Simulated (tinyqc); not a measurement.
Energy and delay of logic against supply voltage: two steps of the calculation.

One expression serves below and above threshold: I(Vg) = Ik [ln(1 + exp((Vg - VT + dd V)/(al nf Vt)))]^al, with I_on = I(V) and I_off = I(0). Gate delay td = kd C V/I_on, clock period LD td. Per gate and cycle the switching energy is act C V^2 and the leakage energy I_off V LD td. No short-circuit current, no variation. Minima are sought above 0.09 V; below a few Vt gates no longer switch and the model has no meaning.

Values chosen for this exercise; values of the order met in logic technologies:
- T = 300 K (temperature)
- VT = 0.44 V (threshold voltage at zero drain bias)
- nf = 1.41 (slope factor)
- dd = 0.02 (barrier lowering per volt of supply)
- Ik = 1.1 uA (specific current of a gate)
- al = 1.7 (exponent of the current law)
- C = 2.7 fF (load capacitance of a gate)
- kd = 0.7 (delay factor)
- LD = 12 (logic depth)
- act = 0.05 (activity factor)
- V = 0.36 V (supply voltage)

Constants: q = 1.602176634e-19 C, kB = 1.380649e-23 J/K, Vt = kB T/q. Results are converted to the units shown.

Problem 1. Currents, delay and energies. I_on, I_off, td, clock frequency 1/(LD td), both energies and their sum.

Wanted: I_on; I_off; td; clock frequency; switching energy; leakage energy; energy.

Solution 1.

I_on = 0.11815 uA
I_off = 0.0076650 nA
td = 5758.8 ps
clock frequency = 0.014471 GHz
switching energy = 17.496 aJ
leakage energy = 0.19069 aJ
energy = 17.687 aJ

I_on/I_off = 15400; leakage makes up 1.08 % of the energy.

Problem 2. New V. Minimum-energy supply: E(V) is the energy per gate and cycle; with h = 0.001 V, E' = (E(V + h) - E(V - h))/(2 h), E'' = (E(V - h) - 2 E(V) + E(V + h))/h^2, V(new) = V - E'/E''.

V after iteration 1 = 0.20777770 V

Wanted: E'; E''; V after iteration 2.

Solution 2.

E' = -2.2867 aJ/V
E'' = 1153.3 aJ/V^2
V after iteration 2 = 0.20976 V

tinyqc, about 0.01 s, one thread, Intel Xeon 2.30GHz (shared host): `OMP_NUM_THREADS=1 python tinyqc.py 2082166 2082167 out.jsonl`
